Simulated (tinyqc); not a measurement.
From results back to parameters: deep level as a short-range spherical well. Two cases, with inputs chosen for the exercise.

Problem. Emission rates at T and T2 were computed from hidden Et and sn.

Thermal emission e = sn v Nc exp(-Et/kB T), v = sqrt(6 c kB T/m)/hbar, Nc = 2 gv (m kB T/(4 pi c))^(3/2), c = hbar^2/2m0, one mass for both, degeneracy ratio 1; 1 angstrom = 1e-8 cm.

Constants: hbar^2/2m0 = 3.80998211 eV angstrom^2; kB = 8.617333262e-05 eV/K; hbar = 6.58211957e-16 eV s.

Case 1.

Values chosen (near those of Ge; the results hold for these values, not for the real material): m = 0.125 m0 (mass); gv = 4 (valleys); T = 150 K (temperature); T2 = 190 K (second temperature).

e(T), e(T2) (1/s): 3.915909e-05  0.03571877

Case 2.

Values chosen (near those of Ge; the results hold for these values, not for the real material): m = 0.118 m0 (mass); gv = 4 (valleys); T = 200 K (temperature); T2 = 240 K (second temperature).

e(T), e(T2) (1/s): 0.0007957458  0.1889274

Find: Et; sn.

Solution. v Nc goes as T^2, so ln(e/T^2) against 1/T has slope -Et/kB; the intercept gives sn.

Case 1.

Et = 0.389 eV
sn = 0.13 x 1e-16 cm^2

Case 2.

Et = 0.528 eV
sn = 2.6 x 1e-16 cm^2

Computed by tinyqc, one run a case: `OMP_NUM_THREADS=1 python tinyqc.py N N+1 out.jsonl` with N = 1281190, 1281196; one thread of a shared Intel(R) Xeon(R) Processor @ 2.30GHz, about 0.01 s a run at most.
